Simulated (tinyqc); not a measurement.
Tail length against growth temperature: equilibrium and kinetic segregation of a solute to boundaries and growing surfaces. Computed by tinyqc, a small Python program. Command: `OMP_NUM_THREADS=1 python tinyqc.py 3031372 3031373 out.jsonl segreg walk`. One thread of a shared host (Intel(R) Xeon(R) Processor @ 2.30GHz), about 0.01 s of CPU time with the checks.

Inputs (values chosen for the exercise, modelled on a solute in a copper line): exchange barrier E_b = 1.42 eV; surface segregation energy E_s = 0.38 eV; growth rate = 0.29 monolayers/s.

Constants: k_B = 8.617333262e-05 eV/K.

Method. Two-state exchange during growth, dilute: jump up r_u = nu exp(-E_b/(k_B T_g)), jump back r_d = r_u exp(-E_s/(k_B T_g)), nu = 1e13 1/s. In the time 1/R of one monolayer the share carried up is p = [r_u/(r_u + r_d)] [1 - exp(-(r_u + r_d)/R)]; the tail decays as p^n, length -1/ln p monolayers; the equilibrium limit has p = r_u/(r_u + r_d).

Exchange model:
```
T_g (K)       r_u/R        p  length (monolayers)  equilibrium limit
455      6.4426e-03  0.00642           1.9810e-01              16183
486      6.4912e-02  0.06285           3.6140e-01               8722
513      3.8667e-01  0.32067           8.7925e-01               5410
539      1.8208e+00  0.83795           5.6563e+00               3574
560      5.7301e+00  0.99638           2.7585e+02               2630
582      1.7428e+01  0.99949           1.9528e+03               1953
613      7.2958e+01  0.99925           1.3315e+03               1331
661      5.1386e+02  0.99873           7.8991e+02                790
740      7.3566e+03  0.99742           3.8775e+02                388
```

What does the comparison show, and why?

The length peaks among these rows at 582 K with 1950 monolayers. Below, exchange freezes (r_u/R = 0.0064 in the first row); above, the length follows the equilibrium limit, about exp(E_s/(k_B T)), down to 388.

Extremes, crossings and ranges named in words are read from the listed rows.
